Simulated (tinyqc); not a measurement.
Inside a calculation. Model: geometry relaxation of a small cluster. Computed by tinyqc, a small Python program that keeps every step. Command: `OMP_NUM_THREADS=1 python tinyqc.py 3011490 3011491 out.jsonl relax walk`. One thread of a shared host (Intel(R) Xeon(R) Processor @ 2.30GHz), about 0.02 s of CPU time with the checks. Intermediate numbers are printed to about 6 digits and carried at full precision; extremes and crossings named in words are read from the listed rows.

E = sum_i {sum_j A exp(-p (r_ij/r0 - 1)) - xi sqrt(rho_i)}, rho_i = sum_j exp(-2 q (r_ij/r0 - 1)); the force on i is -sum_j w_ij (R_i - R_j)/r_ij with w_ij = -(2p/r0) A exp(-p (r_ij/r0 - 1)) + (xi q/r0) exp(-2 q (r_ij/r0 - 1)) (rho_i^(-1/2) + rho_j^(-1/2)).

Inputs (values chosen for the exercise, for model atoms):
```
quantity                 value           unit
length r0                 2.56       angstrom
repulsion A               0.13             eV
hopping xi                2.02             eV
decay p                   11.1              -
decay q                   2.47              -
step factor eta          0.015  angstrom^2/eV
largest number of steps    500              -
```

Potential: Gupta. Method: FIRE.

starting positions (angstrom):
```
            x      y      z
atom 1  -0.18   0.01  -0.04
atom 2   2.36  -0.02  -0.05
atom 3   1.17   1.91   0.01
atom 4   1.38    0.5   2.02
atom 5   1.08   0.61  -2.07
```

## Energy and forces at the start

Evaluate E and the forces at the starting positions.

distances (angstrom): 1-2 2.54020, 1-3 2.33131, 1-4 2.63008, 1-5 2.46343, 2-3 2.26817, 2-4 2.34855, 2-5 2.47299, 3-4 2.46420, 3-5 2.45449, 4-5 4.10246

energy at the start = -17.3241 eV

forces (eV/angstrom):
```
               x         y         z
atom 1   1.16798  -0.00583   0.16078
atom 2  -0.26292  -0.80141  -0.49845
atom 3  -0.33862   0.71111   0.05295
atom 4  -0.56634   0.13801  -1.14984
atom 5  -0.00009  -0.04187   1.43456
```

## The first two steps

FIRE with unit mass: if F.v > 0, v = (1 - a) v + a |v| F/|F|, and after more than 5 such steps in a row dt = min(1.1 dt, 5 dt0), a = 0.99 a; else v = 0, a = 0.1, and dt = dt/2 (not at the first step). Then v = v + dt F, R(new) = R + dt v. dt0 = sqrt(eta), a = 0.1 at first. No atom moves more than 0.3 angstrom a step (the whole step is scaled). Stop when the largest force component is below 1e-5 eV/angstrom.

positions after step 1 (angstrom):
```
               x         y         z
atom 1  -0.16248   0.00991  -0.03759
atom 2   2.35606  -0.03202  -0.05748
atom 3   1.16492   1.92067   0.01079
atom 4   1.37150   0.50207   2.00275
atom 5   1.08000   0.60937  -2.04848
```

energy after step 1 = -17.4175 eV

positions after step 2 (angstrom):
```
               x         y         z
atom 1  -0.13028   0.00828  -0.03157
atom 2   2.34836  -0.05369  -0.07178
atom 3   1.15715   1.94087   0.01264
atom 4   1.35457   0.50611   1.96980
atom 5   1.08020   0.60844  -2.00909
```

energy after step 2 = -17.5540 eV

## All steps

The formulas are those given above.

Course of the relaxation:
```
step    E (eV)  largest force (eV/angstrom)  force calls
0     -17.3241                  1.43456e+00            1
1     -17.4175                  1.19663e+00            2
2     -17.5540                  7.96564e-01            3
3     -17.6571                  4.83741e-01            4
4     -17.6804                  6.49994e-01            5
5     -17.6862                  5.62588e-01            6
6     -17.6951                  4.04656e-01            7
7     -17.7035                  2.37666e-01            8
8     -17.7086                  2.00842e-01            9
...        ...                          ...          ...
92    -17.7221                  3.40263e-05           93
93    -17.7221                  2.54635e-05           94
94    -17.7221                  2.14231e-05           95
95    -17.7221                  2.04202e-05           96
96    -17.7221                  1.84702e-05           97
97    -17.7221                  1.56846e-05           98
98    -17.7221                  1.22309e-05           99
99    -17.7221                  1.04087e-05          100
100   -17.7221                  9.74754e-06          101
```

final positions (angstrom):
```
               x         y         z
atom 1  -0.05734  -0.06630   0.02127
atom 2   2.34825  -0.12010  -0.10985
atom 3   1.19509   1.99240   0.01057
atom 4   1.26500   0.54928   1.88530
atom 5   1.05900   0.65473  -1.93730
```

final energy = -17.7221 eV

steps = 100

largest force at the end = 9.74754e-06 eV/angstrom

Converged in 100 steps.

## Curvatures at the end

Hessian at the final positions by central differences of the forces; six eigenvalues vanish (translations and rotations). Steepest descent is stable for eta below 2/lambda_max and contracts the softest mode by 1 - eta lambda_min a step.

non-zero eigenvalues (eV/angstrom^2): 3.4948  3.4949  8.3536  11.7259  11.7261  13.4584  13.4586  25.0214  33.8666

condition number = 9.69064

largest stable eta = 0.0590552 angstrom^2/eV

contraction of the softest mode = 0.947578

All are positive, so the end point is a minimum.

## Four methods from the same start

Steepest descent: R(new) = R + eta F. Conjugate gradient (Polak-Ribiere): d = F + beta d(old), beta = max(0, F.(F - F(old))/|F(old)|^2), d = F at first; step length from one secant, s = eta (F.d)/(F.d - F(R + eta d).d), replaced by eta if that is not positive; R(new) = R + s d. BFGS: R(new) = R + B F with the inverse Hessian B = eta 1 at first; with s = R(new) - R, y = F - F(new), rho = 1/(y.s): B(new) = (1 - rho s y^T) B (1 - rho y s^T) + rho s s^T, skipped if y.s is not positive. In this comparison each method may take up to 1500 steps.

Cost:
```
method              steps  force calls  final E (eV)  calls to reach 1e-2
steepest descent      192          193      -17.7221                   65
conjugate gradient     17           35      -17.7221                   19
BFGS                   28           29      -17.7221                   14
FIRE                  100          101      -17.7221                   46
```

In force calls the order is BFGS (29), conjugate gradient (35), FIRE (101), steepest descent (193). All that converged end at the same energy. Near the minimum steepest descent multiplies the slowest mode by 0.948 in size a step, 43 steps a decade of force, at a condition number of 9.7. It is the dearest here: the others use earlier steps to learn the curvature or to build momentum along soft directions.

Checks made by the program: forces against finite differences of E (relative difference 4e-10).
